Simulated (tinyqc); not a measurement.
Hot electrons in a saturated n-channel MOSFET, lucky-electron model: two steps of the calculation.

Beyond pinch-off the lateral field grows as Esat cosh(y/l) over the velocity-saturated region (pseudo-two-dimensional model). Impact ionisation in this region gives the substrate current, which biases the body forward through Rsub. Currents are per width. Local-field laws: they overstate ionisation when the field peak is narrower than an energy relaxation length.

Values chosen for this exercise; values close to those of silicon n-channel devices: channel length L = 1.2 um; oxide thickness tox = 26 nm; threshold VT = 0.57 V; saturation velocity vs = 9.1e6 cm/s; ionisation prefactor Ai = 2e6 1/cm; ionisation field Bi = 1.83 MV/cm; resistance of the lightly doped drain Rd = 0 ohm um; substrate resistance Rsub = 25000 ohm um; fall of VT per volt of forward body bias kb = 0.38; hot-electron mean free path lm = 7.7 nm; oxide barrier pb = 3.2 V; prefactor of the gate current Cg = 0.0013; lifetime exponent m = 2.9; lifetime constant Hl = 1300 s uA/um; drain voltage Vd = 4.9 V; gate voltage Vg = 3 V.

Constants: eps0 = 8.8541878128e-14 F/cm where lengths are in cm. Results are converted to the units shown.

Problem 1. Body bias from the substrate current. Cox = 3.9 eps0/tox. Overdrive g = Vg - VT + kb Vb; Vdsat = g Esat L/(g + Esat L); Id = Cox vs (g - Vdsat); dV = Vd - Id Rd - Vdsat; Em = sqrt((dV/l)^2 + Esat^2); Isub = Id (Ai/Bi) l Em exp(-Bi/Em). Vb(new) = Rsub Isub.

Vb at the start = 0 V
l = 189.42017 nm
Esat = 0.060666667 MV/cm

Find: Vdsat; Id; dV; Em; Isub; Vb after iteration 1.

Solution 1.

Vdsat = 1.8219 V
Id = 73.498 uA/um
dV = 3.0781 V
Em = 0.17346 MV/cm
Isub = 0.0069121 uA/um
Vb after iteration 1 = 1.7280e-4 V

Problem 2. Gate current, lifetime and channel shortening. Ig = Cg Id exp(-pb/(lm Em)); lifetime tau = (Hl/Id)(Isub/Id)^(-m); length of the saturated region dL = l ln[(dV/l + Em)/Esat]. 1 year = 3.15576e7 s.

Id = 73.501336 uA/um
dV = 3.0780887 V
Em = 0.17345571 MV/cm
Isub = 0.0069115644 uA/um
l = 189.42017 nm
Esat = 0.060666667 MV/cm

Give: Isub/Id; Ig; tau; dL.

Solution 2.

Isub/Id = 9.4033e-5
Ig = 3.7578e-6 pA/um
tau = 2.6670e5 years
dL = 324.21 nm

The lifetime exceeds ten years.

Computed by the program tinyqc: `OMP_NUM_THREADS=1 python tinyqc.py 2550162 2550163 out.jsonl`, one thread of a shared Intel Xeon 2.30GHz, about 0.01 s for the whole run.
